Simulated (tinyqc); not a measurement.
Inside a calculation. Method: Hubbard ring of 6 sites. Computed by tinyqc, a small Python program that keeps every step. Settings: hopping = 1.16, U = 4.8, mixing = 0.2, iteration cap = 85. Command: `OMP_NUM_THREADS=1 python tinyqc.py 26729 26730 out.jsonl` (the two numbers bound the seeds that draw the settings). One thread of a shared host (Intel(R) Xeon(R) Processor @ 2.60GHz), about 0.2 s of CPU time with the checks. Later iterations appear only in the table of the cycle.

## Mean-field iteration 1

one-body matrix (hopping and site energies) (eV):
```
,1,2,3,4,5,6
1,0.080000,-1.160000,0.000000,0.000000,0.000000,-1.160000
2,-1.160000,-0.870000,-1.160000,0.000000,0.000000,0.000000
3,0.000000,-1.160000,-0.210000,-1.160000,0.000000,0.000000
4,0.000000,0.000000,-1.160000,0.140000,-1.160000,0.000000
5,0.000000,0.000000,0.000000,-1.160000,-0.930000,-1.160000
6,-1.160000,0.000000,0.000000,0.000000,-1.160000,0.490000
```

U = 4.800000 eV

electrons, up and down: 4  3

mixing = 0.200000

n(up) at the start (a guess, not normalised): 1 0.717000, 2 0.617000, 3 0.717000, 4 0.617000, 5 0.717000, 6 0.617000

n(down) at the start (a guess): 1 0.450000, 2 0.550000, 3 0.450000, 4 0.550000, 5 0.450000, 6 0.550000

H(up) = T + U n(down), H(down) = T + U n(up); fill the lowest levels; n(new) = n + mixing (n(out) - n); E = tr T (rho up + rho down) + U sum n_up n_down of the output.

levels, up (eV): -0.245413  0.580303  1.290699  3.099880  3.740119  4.634412

levels, down (eV): 0.567381  1.425519  2.167730  3.890958  4.467668  5.390344

energy = -0.186332 eV

n(up) after iteration 1: 1 0.714643, 2 0.674508, 3 0.711655, 4 0.579704, 5 0.749723, 6 0.571368

n(down) after iteration 1: 1 0.436697, 2 0.574697, 3 0.446699, 4 0.538720, 5 0.476697, 6 0.526490

## Mean-field iteration 2

As before.

levels, up (eV): -0.217390  0.662149  1.236675  3.138966  3.679164  4.600435

levels, down (eV): 0.616755  1.552135  2.053940  3.958051  4.370363  5.356436

energy = -0.347411 eV

n(up) after iteration 2: 1 0.711722, 2 0.718347, 3 0.706442, 4 0.552479, 5 0.774594, 6 0.537696

n(down) after iteration 2: 1 0.426062, 2 0.587197, 3 0.443171, 4 0.537030, 5 0.489321, 6 0.517218

## Mean-field iteration 3

As before.

levels, up (eV): -0.206672  0.699828  1.204892  3.159680  3.654190  4.588082

levels, down (eV): 0.633867  1.651690  1.963182  4.015628  4.299730  5.342047

energy = -0.435680 eV

n(up) after iteration 3: 1 0.709858, 2 0.752601, 3 0.702679, 4 0.530980, 5 0.793665, 6 0.511241

n(down) after iteration 3: 1 0.417730, 2 0.591203, 3 0.440393, 4 0.540973, 5 0.492955, 6 0.516746

## Convergence

Each step fills the lowest levels of T + U n(other spin) and sets n(new) = n + mixing (n(out) - n); stop when output and input agree to 1e-8.

Course of the cycle:
```
iteration,E (eV),largest |n(out) - n(in)|,mean |n_up - n_down|
1,-0.18633185,2.88e-01,0.202230
2,-0.34741065,2.19e-01,0.221271
3,-0.43568023,1.71e-01,0.240400
4,-0.49175589,1.38e-01,0.259642
5,-0.53321259,1.14e-01,0.279016
6,-0.56786691,9.69e-02,0.298505
7,-0.59928062,8.52e-02,0.318060
8,-0.62909480,8.24e-02,0.337602
9,-0.65803459,8.06e-02,0.357030
10,-0.68635068,7.93e-02,0.376218
11,-0.71402607,7.81e-02,0.395028
...,...,...,...
75,-0.97179032,3.21e-04,0.627970
76,-0.97179049,2.91e-04,0.627996
77,-0.97179064,2.65e-04,0.628020
78,-0.97179076,2.40e-04,0.628041
79,-0.97179085,2.18e-04,0.628060
80,-0.97179093,1.98e-04,0.628077
81,-0.97179100,1.80e-04,0.628092
82,-0.97179105,1.63e-04,0.628106
83,-0.97179109,1.48e-04,0.628118
84,-0.97179113,1.35e-04,0.628129
85,-0.97179116,1.22e-04,0.628139
```

Not converged within 85 iterations: the residual falls steadily but slowly, by a factor of about 0.91 a step. The lowest mean-field energy found from random starts is -0.97179 eV. Reruns (cap 100 unless said): mixing 0.5: converged in 71 (E = -0.97179); mixing 0.9: converged in 37 (E = -0.97179); the original settings with a cap of 400: converged in 185 (E = -0.97179).

## Exact diagonalisation (300 states)

Lowest levels of the sector, and the double occupancy of the lowest state.

lowest levels (eV): -1.957746  -1.723035  -1.051561  -0.739447  -0.477567  -0.383483

double occupancy per site = 0.235019

## The lowest level by Lanczos steps

From a random start vector (not printed): a_j = <q_j|H|q_j>, b_j = norm of the remainder after orthogonalising; the Ritz value is the lowest eigenvalue of the tridiagonal matrix of a and b so far.

Lanczos:
```
j,a_j (eV),b_j (eV),lowest Ritz value (eV)
1,5.950243,5.092572,5.95024283
2,6.643341,5.651598,1.19244222
3,8.331423,4.853546,-0.74717102
4,8.597278,4.726646,-1.31716160
5,8.288509,4.943873,-1.50929868
6,7.989037,5.562211,-1.60116051
7,9.408988,5.354880,-1.66496065
8,9.116759,5.711639,-1.70541425
9,9.309012,5.158238,-1.73607409
10,8.187454,4.917750,-1.75769581
```
